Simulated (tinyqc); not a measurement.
## MOSFET in saturation, small-signal circuit and noise: effect of the finger width on speed and noise

Bias by the inversion coefficient IC = I/Ispec (charge-based model with velocity saturation; weak inversion below 0.1, strong above 10). Common-source circuit: gm, gds, Cgs, Cgd and Cj at the inner nodes, Rg in series with the gate; quasi-static, no source or drain resistance, no gate-body capacitance, no substrate network, no induced gate noise, so fmax is an upper estimate.

Ispec = 2 n mu Cox (W/L) Vt^2, lc = Ls/L, gms = [sqrt((lc IC + 1)^2 + 4 IC) - 1]/[2 + lc (lc IC + 1)], gm = gms Ispec/(n Vt), gds = sg gm. qs = [sqrt(1 + 4 IC) - 1]/2, Cgs = Cox W L qs (2 qs + 3)/(3 (qs + 1)^2) + Cov W, Cgd = Cov W, Cd = Cj W, Rg = Rsh (Wf/L)/(12 Nf) + Rc/W with Nf = W/Wf fingers (not rounded) contacted at both ends. fT = gm/(2 pi (Cgs + Cgd)), fmax = fT/(2 sqrt(Rg (gds + 2 pi fT Cgd))). Channel noise Sid = 4 kB T gam n gm with gam = (1/2 + (2/3) qs)/(1 + qs) + gw lc IC, qs = [sqrt(1 + 4 IC) - 1]/2, lc = Ls/L (the last term an empirical rise with velocity saturation); at the gate, white noise Sw = Sid/gm^2 + 4 kB T Rg. Number fluctuation with correlated mobility: S(f) = K/f, K = q^2 Vt lt Nt/(W L Cox^2) (1 + ac mu Cox I/gm)^2, Vt in eV with Nt per eV. Corner fc = K/Sw. IC is held fixed.

Parameters, values chosen for the exercise:
```
symbol   value         unit                                   meaning
T          300            K                               temperature
L           90           nm                               gate length
W           40           um                          total gate width
Cox       1.33      uF/cm^2                          gate capacitance
mu         190   cm^2/(V s)                                  mobility
n         1.32                                           slope factor
Ls          15           nm                velocity-saturation length
sg       0.061                                           ratio gds/gm
Cov       0.44        fF/um   overlap and fringe capacitance per side
Cj        0.71        fF/um                drain junction capacitance
Rsh          5          ohm              sheet resistance of the gate
Rc         200       ohm um      gate contact and vertical resistance
IC          23                                  inversion coefficient
gw        0.15               short-channel excess of the noise factor
Nt      9.4e16  cm^-3 eV^-1                        oxide trap density
lt         0.1           nm          tunnelling length into the oxide
ac        1000        V s/C            Coulomb scattering coefficient
```

Constants: q = 1.602176634e-19 C, kB = 1.380649e-23 J/K, Vt = kB T/q. Results are converted to the units shown.

The same in every row: I (uA) = 4558; fT (GHz) = 50.49.

Results:
```
Wf (um),Rg (ohm),fmax (GHz),sqrt(Sw) (nV/Hz^0.5),fc (MHz)
0.25,5.007,136.7,1.181,7.842
0.5,5.029,136.4,1.182,7.840
1,5.116,135.2,1.182,7.832
2,5.463,130.8,1.185,7.800
8,12.41,86.82,1.232,7.209
```

Estimate the missing row, Wf = 4 um.

Computed row:
```
Wf (um),Rg (ohm),fmax (GHz),sqrt(Sw) (nV/Hz^0.5),fc (MHz)
4,6.852,116.8,1.194,7.674
```

With this row back in the table: As Wf goes from 0.25 to 8 um, fT stays at 50.5 GHz, fmax falls from 137 to 86.8 GHz, the white noise rises from 1.18 to 1.23 nV/Hz^0.5 and the corner falls from 7.84 to 7.21 MHz. The finger width leaves fT alone and acts through Rg, whose sheet part goes as Wf^2.

tinyqc, about 0.01 s, one thread, Intel Xeon 2.30GHz (shared host): `OMP_NUM_THREADS=1 python tinyqc.py 2150111 2150112 out.jsonl`
